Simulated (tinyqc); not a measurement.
# Worked calculation: one-sided p+-n junction, ionisation integral and breakdown

Numbers from tinyqc (`OMP_NUM_THREADS=1 python tinyqc.py 2120009 2120010 out.jsonl`; about 0.04 s on one thread of a shared Intel Xeon 2.30GHz). Printed values are rounded.

A p+ layer at x < 0 and an n drift layer from x = 0. Depletion approximation, built-in voltage neglected. Local ionisation coefficients alpha_n = an exp(-(bn/E)^mx), alpha_p = ap exp(-(bp/E)^mx). Electrons move towards +x, holes towards x = 0.

Parameters, values chosen for the exercise; material values close to those of germanium:
```
symbol,value,unit,meaning
eps_r,16.2,,relative permittivity
an,1.64e7,1/cm,prefactor of the electron ionisation coefficient
bn,1.59e6,V/cm,field constant for electrons
ap,9.43e6,1/cm,prefactor of the hole ionisation coefficient
bp,1.37e6,V/cm,field constant for holes
mx,1,,exponent
N,1.8e15,cm^-3,donor density of the drift layer
V,74.1,V,reverse voltage
fr,0.6,,share of the depleted width that the grid covers
```

Constants: q = 1.602176634e-19 C, eps0 = 8.8541878128e-14 F/cm where lengths are in cm. Results are converted to the units shown.

## Field and ionisation coefficients on a grid

W = sqrt(2 eps0 eps_r V/(q N)), peak field E0 = q N W/(eps0 eps_r), falling linearly to 0 at W. Grid: 11 equal steps from 0 to fr W.

W = 8.58548 um

```
point   x (um)  E (kV/cm)  alpha_n (1/cm)  alpha_p (1/cm)
0      0.00000    172.617         1638.69         3370.32
1      0.46830    163.202         963.178         2132.14
2      0.93660    153.786         530.466         1275.29
3      1.40490    144.371         270.283         713.328
4      1.87320    134.955         125.349         367.927
5      2.34149    125.540         51.8043         171.833
6      2.80979    116.124         18.5516         70.9300
7      3.27809    106.709         5.54234         25.0461
8      3.74639    97.2932         1.31055         7.23018
9      4.21469    87.8778        0.227519         1.59931
10     4.68299    78.4623       0.0259465        0.246299
11     5.15129    69.0468      0.00163672       0.0227725
```

## Ionisation integrals by the trapezoid rule

G(x) = integral from 0 to x of (alpha_n - alpha_p); I_n = integral of alpha_n exp(-G) (electrons injected at x = 0), I_p = integral of alpha_p exp(G(end) - G) (holes injected at the far edge); M = 1/(1 - I). All integrals by the trapezoid rule on the grid.

```
point          G  alpha_n exp(-G) (1/cm)
0       0.000000                 1638.69
1      -0.067917                 1030.87
2      -0.112728                  593.77
3      -0.140542                  311.07
4      -0.156596                  146.60
5      -0.165086                   61.10
6      -0.169123                   21.97
7      -0.170806                    6.57
8      -0.171402                    1.56
9      -0.171572                    0.27
10     -0.171610                    0.03
11     -0.171615                    0.00
```

I_n = 0.140169
I_p = 0.275051
M_n = 1.16302
M_p = 1.37941

A grid of 1500 steps over the whole width gives I_n = 0.1374 and I_p = 0.2716; the coarse I_n is 2.0 % above and the coarse I_p 1.3 % above those values. Holes multiply more: on this coarse grid M - 1 is 2.33 times as large for them.

## Breakdown voltage by secant steps

G(x) = integral from 0 to x of (alpha_n - alpha_p); I_n = integral of alpha_n exp(-G) (electrons injected at x = 0), I_p = integral of alpha_p exp(G(end) - G) (holes injected at the far edge); M = 1/(1 - I). Secant steps on ln I_n(V) = 0 with the integrals on a fine grid (1500 steps), from the points V = 73.9 and 94.2 V; stop when the step is below 1e-7 of V.

Course of the iteration:
```
step    V (V)       I_n  change of V (V)
1        94.2  0.553289             8.53
2     102.727  0.919620             1.41
3     104.133  0.996909           0.0540
4     104.187  0.999985          2.65e-4
5     104.188   1.00000          4.72e-8
```

Breakdown at 104.19 V, with a peak field of 204.7 kV/cm and W = 10.18 um. The integral for holes reaches 1 at the same voltage.
